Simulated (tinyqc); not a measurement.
Landau-Devonshire theory of a uniaxial ferroelectric. Changing the screening length lambda. Computed by tinyqc, a small Python program. Command: `OMP_NUM_THREADS=1 python tinyqc.py 3006939 3006940 out.jsonl ferro sweep`. One thread of a shared host (Intel(R) Xeon(R) Processor @ 2.30GHz), about 0.01 s of CPU time with the checks.

G(P) = (alpha/2) P^2 + (beta*/4) P^4 + (gamma/6) P^6 - E P per volume, SI units, one domain, P along the polar axis, which is normal to the film.

Inputs (values chosen for the exercise, modelled on barium titanate):
```
quantity                          value         unit
alpha_0                          690000  J m/(C^2 K)
Curie-Weiss temperature T0          381            K
beta                           -7.9e+08    J m^5/C^4
gamma                          1.67e+10    J m^9/C^6
temperature T                       304            K
misfit strain u_m               -0.0099            -
electrostriction Q12             -0.043      m^4/C^2
compliance s11 + s12            5.6e-12        m^2/N
film thickness d                     33           nm
background permittivity eps_b        20            -
```

Sample: epitaxial film.

Constants: eps_0 = 8.8541878128e-12 F/m.

Method:
- alpha = alpha_0 (T - T0*), with clamping: T0* = T0 + 4 Q12 u_m/(alpha_0 (s11 + s12)), beta* = beta + 4 Q12^2/(s11 + s12).
- Between shorted electrodes with screening length lambda each, the depolarising field is -k P, k = 2 lambda/(eps_0 (d + 2 lambda eps_b)), so alpha turns into alpha + k.
- Ps^2 = [-beta* + sqrt(beta*^2 - 4 alpha gamma)]/(2 gamma).
- The polar state is the lowest uniform state while alpha + k < 0 (beta* > 0) or < 3 beta*^2/(16 gamma) (beta* < 0); setting the equality gives the critical thickness d_c.

One run for each value; columns: (1) screening length lambda (nm); (2) critical thickness d_c (nm); (3) depolarising coefficient k (J m/C^2); (4) polarisation of the film (microcoulomb/cm^2); (5) size of the depolarising field (MV/m):
```
(1)        (2)         (3)     (4)     (5)
0.0010   0.592  6.8366e+06  36.031   2.463
0.0019   1.125  1.2975e+07  35.855   4.652
0.0037   2.192  2.5213e+07  35.496   8.950
0.0072   4.265  4.8857e+07  34.773  16.989
0.0140   8.293  9.4230e+07  33.256  31.337
0.0270  15.994  1.7896e+08  29.772  53.279
0.0520  30.803  3.3483e+08  15.495  51.884
0.1000  59.237  6.1049e+08   0.000   0.000
```

Describe and explain the trends.

Over the rows, critical thickness d_c (nm) rises from 0.592 to 59.2 (exponent d ln y / d ln x about 1.0 throughout); depolarising coefficient k (J m/C^2) rises from 6.84e6 to 6.10e8 (exponent d ln y / d ln x 1.00 between the first rows and 0.92 between the last); polarisation of the film (microcoulomb/cm^2) falls from 36.0 to 0. The exponent of critical thickness d_c stays at 1: k depends on lambda/d.

Caution (rows 0.00100, 0.00190): a critical thickness of a few unit cells is outside the continuum theory.

Extremes, crossings and ranges named in words are read from the listed rows.
